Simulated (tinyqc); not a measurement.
Bandgap voltage reference from two bipolar transistors: one step of the calculation.

Two transistors of area 1 and N carry the same current I. Is(T) = Is (T/T0)^eta exp[(Vg0 q/kB)(1/T0 - 1/T)], VBE1 = Vt ln(I/Is(T)) + I rb, VBE2 = Vt ln(I/(N Is(T))) + I rb/N. The amplifier forces I R1(T) = VBE1 - VBE2 + Vos, with R(T) = R (1 + tc (T - T0)) for both resistors, and the output is Vref = VBE1 + I R2(T). Base currents and the Early effect are neglected.

Task. Resistor for zero slope at T0, ideal case. With tc = 0, Vos = 0 and rb = 0 the current is proportional to T, dVBE/dT = (VBE - Vg0 - (eta - 1) Vt)/T, and Vref has zero slope at T0 when Vref = Vg0 + (eta - 1) Vt0. Find VBE1, its slope, that Vref, R2/R1 and the curvature d2Vref/dT2 = -(eta - 1) kB/(q T0).

Parameters, values chosen for the exercise; values of the order met in silicon bipolar transistors: reference temperature T0 = 298 K; band-gap voltage extrapolated to 0 K Vg0 = 1.166 V; temperature exponent of the saturation current eta = 3.2; saturation current of the unit transistor at T0 Is = 7.4e-16 A; area ratio of the second transistor N = 10; resistor across which the difference of VBE falls, at T0 R1 = 5.1 kohm.

Constants: q = 1.602176634e-19 C, kB = 1.380649e-23 J/K. Results are converted to the units shown.

Find: VBE1; dVBE/dT; Vref; R2/R1; curvature.

Result.

VBE1 = 0.60283 V
dVBE/dT = -2.0794 mV/K
Vref = 1.2225 V
R2/R1 = 10.480
curvature = -0.63618 uV/K^2

Numbers from tinyqc (`OMP_NUM_THREADS=1 python tinyqc.py 2062181 2062182 out.jsonl`; about 0.03 s on one thread of a shared Intel Xeon 2.30GHz).
